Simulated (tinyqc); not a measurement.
Comparisons within one model: quantum-confined Stark effect in a modulator well. A value that a table varies takes the place of the one given here.

Envelopes on cells of 0.5 angstrom over the well |z| < L/2 and 45 angstrom of barrier on each side, psi = 0 beyond, psi'/m continuous (mean mass between points), c = hbar^2/2m0. The electron sees + e F z and the hole - e F z, each with its offset in the barriers; 1 kV/cm = 1e-5 eV/angstrom. Light holes, band mixing and escape by tunnelling are left out.

Exciton: in-plane function exp(-rho/lam), 1/mu = 1/me + 1/mp, E(lam) = c/(mu lam^2) - (q/eps) times the integral over k of Fm(k)(1 + (k lam/2)^2)^(-3/2), Fm(k) the double integral of psi_e^2 psi_h^2 exp(-k |z - z'|), q = e^2/(4 pi eps0); binding Eb = -E at the minimum. Line at Eg + E_e + E_h - Eb, strength proportional to overlap^2/lam^2.

Constants: hbar^2/2m0 = 3.80998211 eV angstrom^2; e^2/(4 pi eps0) = 14.39964547 eV angstrom; hc = 1239.841984 eV nm.

Values chosen for the exercise (near those of an InGaAs well in InAlAs; shifted at random, so the results belong to these values and not to a real crystal): L = 148 angstrom (well width); Vc = 0.545 eV (conduction offset); Vv = 0.208 eV (heavy-hole offset); me = 0.0407 m0 (electron, well); meb = 0.0747 m0 (electron, barrier); mh = 0.377 m0 (heavy hole along z, well); mhb = 0.417 m0 (heavy hole, barrier); Eg = 0.762 eV (gap of the well); mp = 0.111 m0 (heavy hole in the plane); eps = 13.8 (dielectric constant); Fs = (0, 23, 46, 70, 96, 124, 154) kV/cm (fields); Ls = (56, 74, 92, 112, 136, 164) angstrom (widths); F_L = 114 kV/cm (field for this table); F = 114 kV/cm (field).

## Raising the field

All quantities anew; shifts from zero field.

Results:

| F (kV/cm) | dE_e (meV) | dE_h (meV) | Eb (meV) | line shift (meV) | overlap^2 | relative strength |
|---|---|---|---|---|---|---|
| 0 | 0.00 | 0.00 | 4.96 | 0.00 | 0.989 | 1.000 |
| 23 | -0.69 | -3.49 | 4.63 | -3.85 | 0.711 | 0.643 |
| 46 | -2.71 | -11.13 | 4.23 | -13.11 | 0.420 | 0.327 |
| 70 | -6.15 | -20.99 | 3.93 | -26.11 | 0.244 | 0.167 |
| 96 | -11.22 | -32.91 | 3.69 | -42.86 | 0.137 | 0.085 |
| 124 | -18.02 | -46.68 | 3.51 | -63.24 | 0.075 | 0.043 |
| 154 | -26.58 | -62.20 | 3.36 | -87.18 | 0.040 | 0.021 |

How do the results move?

The line shift grows with exponent 1.77 in F at low field and 1.48 at the end, as the carriers come up against opposite walls and the dipole begins to saturate. The hole gives 84 % of the level shift in the second row and 70 % in the last. The largest shift is 17.6 times the zero-field binding, yet 68 % of the binding survives, since the walls stop the field from pulling the pair apart. Half the strength is gone between 23 and 46 kV/cm.

## Width of the well

Zero-field line, its shift at F_L and the relative strength.

Results:

| L (angstrom) | line at F = 0 (nm) | Eb (meV) | shift (meV) | relative strength | shift x strength (meV) |
|---|---|---|---|---|---|
| 56 | 1396.8 | 6.12 | -4.66 | 0.900 | 4.19 |
| 74 | 1464.6 | 5.83 | -10.03 | 0.721 | 7.24 |
| 92 | 1507.7 | 5.58 | -18.04 | 0.483 | 8.71 |
| 112 | 1539.2 | 5.34 | -29.55 | 0.256 | 7.57 |
| 136 | 1563.9 | 5.08 | -46.30 | 0.096 | 4.46 |
| 164 | 1582.3 | 4.82 | -69.20 | 0.023 | 1.61 |

How do the results move?

The shift grows with exponent 2.75 in L over the first two rows and 2.15 over the last two, against 4 for hard walls at second order; leakage lowers it in narrow wells and saturation in wide ones. The strength falls from 0.90 to 0.02, and the product of the two is largest at 92 angstrom.

## What each parameter does

Zero-field line, shift at F, overlap^2 and Eb at F. Each row changes one parameter from the base and keeps the others.

Results:

| case | line (nm) | shift (meV) | overlap^2 | Eb (meV) |
|---|---|---|---|---|
| base | 1572.8 | -55.72 | 0.093 | 3.57 |
| L = 138 angstrom | 1565.5 | -47.83 | 0.140 | 3.80 |
| F = 91 kV/cm | 1572.8 | -39.46 | 0.153 | 3.73 |
| Vc = 0.436 eV | 1575.2 | -56.90 | 0.087 | 3.53 |
| Vv = 0.26 eV | 1572.7 | -54.82 | 0.097 | 3.59 |
| me = 0.0468 m0 | 1578.3 | -56.19 | 0.081 | 3.74 |
| mh = 0.32 m0 | 1571.7 | -54.57 | 0.104 | 3.58 |
| eps = 12.4 | 1574.7 | -55.38 | 0.093 | 4.20 |

What does this show?

The largest shifts from the base row, up to three for each result and ties (the steps differ in size, so this ranks the rows, not the parameters). line (nm): L -7.3, me +5.5, Vc +2.3; unchanged at the printed digits by F. shift (meV): F +16.26, L +7.89, Vc -1.19. overlap^2: F +0.060, L +0.047, me -0.012; unchanged at the printed digits by eps. Eb (meV): eps +0.64, L +0.23, me +0.17, F +0.17.

(tinyqc, `OMP_NUM_THREADS=1 python tinyqc.py 1280083 1280084 out.jsonl`, Intel(R) Xeon(R) Processor @ 2.30GHz, 1 thread, shared host, about 0.2 s.)
